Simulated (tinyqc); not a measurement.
## Absorption coefficient and reflectance from two thicknesses

Problem. With transparent contact layers the responsivity is (1 - Rf)(1 - exp(-al wi)) q lam/(h c). The second absorber is twice as thick as the first. Find al and Rf.

Parameters, values chosen for the exercise: wavelength lam = 280 nm.

Constants: q = 1.602176634e-19 C, h = 6.62607015e-34 J s, c = 299792458 m/s. Results are converted to the units shown.

responsivity for wi = 0.55 and 1.1 um (A/W): 0.12539004  0.17973920

Answer. The ratio of the responsivities is 1 + exp(-al w1), which gives al; either value then gives 1 - Rf.

al = 1.52e4 1/cm
Rf = 0.0200

Numbers from tinyqc (`OMP_NUM_THREADS=1 python tinyqc.py 2250133 2250134 out.jsonl`; about 0.01 s on one thread of a shared Intel Xeon 2.30GHz).
